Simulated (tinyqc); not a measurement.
# Worked calculation: MOSFET in the linear regime without short-channel effects, parameter extraction from computed curves

Numbers from tinyqc (`OMP_NUM_THREADS=1 python tinyqc.py 2210111 2210112 out.jsonl`; about 0.01 s on one thread of a shared Intel Xeon 2.30GHz). Printed values are rounded.

Inversion charge Q = Cox n Vt W0(exp((Vg - VT)/(n Vt))), W0 the Lambert function and n = nf; u = Q/Cox; mobility mu = mu0/(1 + th1 u + th2 u^2); channel resistance Rch = (L - dL)/(W mu Q); Id = Vd/(Rch + Rsd/W). Cox = eps0 eox/tox. Small Vd, no channel-length or drain effects.

Values chosen for this exercise; channel values of the order met in silicon transistors: temperature T = 200 K; relative permittivity of the gate insulator (close to silicon dioxide) eox = 3.9; insulator thickness tox = 7.8 nm; low-field mobility mu0 = 430 cm^2/(V s); first mobility attenuation factor th1 = 0.57 1/V; second mobility attenuation factor th2 = 0 1/V^2; threshold voltage VT = 0.38 V; body factor nf = 1.16; gate width W = 0.5 um; drawn gate length L = 0.19 um; drawn less effective length dL = 0.018 um; source plus drain resistance Rsd = 320 ohm um; drain voltage Vd = 0.02 V.

Constants: q = 1.602176634e-19 C, kB = 1.380649e-23 J/K, Vt = kB T/q, eps0 = 8.8541878128e-14 F/cm where lengths are in cm. Results are converted to the units shown.

## Transfer curve

| point | Vg (V) |
|---|---|
| 0 | 0.22 |
| 1 | 0.3 |
| 2 | 0.38 |
| 3 | 0.46 |
| 4 | 0.54 |
| 5 | 0.62 |
| 6 | 0.7 |
| 7 | 0.78 |
| 8 | 0.86 |
| 9 | 0.94 |

u, mu, Rch and Id as defined.

| point | u (V) | mu (cm^2/(V s)) | Rch (ohm) | Id (uA) |
|---|---|---|---|---|
| 0 | 6.68354e-6 | 429.998 | 2.70375e8 | 7.39712e-5 |
| 1 | 3.59092e-4 | 429.912 | 5.03332e6 | 0.00397302 |
| 2 | 0.0113384 | 427.239 | 1.60404e5 | 0.124190 |
| 3 | 0.0585259 | 416.118 | 31906.2 | 0.614511 |
| 4 | 0.123583 | 401.703 | 15652.2 | 1.22758 |
| 5 | 0.194514 | 387.083 | 10320.1 | 1.82480 |
| 6 | 0.268100 | 372.999 | 7770.25 | 2.37805 |
| 7 | 0.343165 | 359.651 | 6295.87 | 2.88356 |
| 8 | 0.419165 | 347.075 | 5341.10 | 3.34387 |
| 9 | 0.495808 | 335.254 | 4674.69 | 3.76316 |

## Threshold and mobility at the peak transconductance

gm_i = (Id_(i+1) - Id_(i-1))/(Vg_(i+1) - Vg_(i-1)); at the point j of largest gm the tangent meets the axis at V_ext = Vg_j - Id_j/gm_j; field-effect mobility gm_j L/(W Cox Vd) with the drawn L.

| point | gm (uS) |
|---|---|
| 1 | 0.775723 |
| 2 | 3.81586 |
| 3 | 6.89618 |
| 4 | 7.56431 |
| 5 | 7.19045 |
| 6 | 6.61724 |
| 7 | 6.03635 |
| 8 | 5.49748 |

j = 4
V_ext = 0.377714 V
field-effect mobility = 324.642 cm^2/(V s)

V_ext is 2.3 mV below the model VT, and the mobility so found is 32 % below mu0 L/(L - dL) = 475 cm^2/(V s), the value for the drawn L; attenuation, series resistance and the slow approach of Q to a straight line all lower the peak gm.

## The Y function

Y_i = Id_i/sqrt(gm_i). For Id = beta Vd x/(1 + th x), x = Vg - VT, Y = sqrt(beta Vd) x whatever th. Slope s from points 5 and 8; VT_Y = Vg - Y/s at point 8; beta = s^2/Vd; mobility beta L/(W Cox) with the drawn L; th* = (beta Vd x/Id - 1)/x at point 8.

| point | Y (uA^0.5 V^0.5) |
|---|---|
| 1 | 0.00451094 |
| 2 | 0.0635754 |
| 3 | 0.234005 |
| 4 | 0.446339 |
| 5 | 0.680515 |
| 6 | 0.924448 |
| 7 | 1.17366 |
| 8 | 1.42616 |

s = 3.10684 uA^0.5 V^-0.5
VT_Y = 0.400962 V
beta = 482.622 uA/V^2
mobility from Y = 414.259 cm^2/(V s)
th* = 0.708140 1/V

The mobility from Y is 13 % below mu0 L/(L - dL) = 475 cm^2/(V s), which it should reach in deep inversion when th2 = 0. th* compares with th1 + mu0 Cox Rsd/(L - dL) = 0.924 1/V, since series resistance enters like th1. The match is poor here: at these overdrives Q is not yet a straight line in Vg.
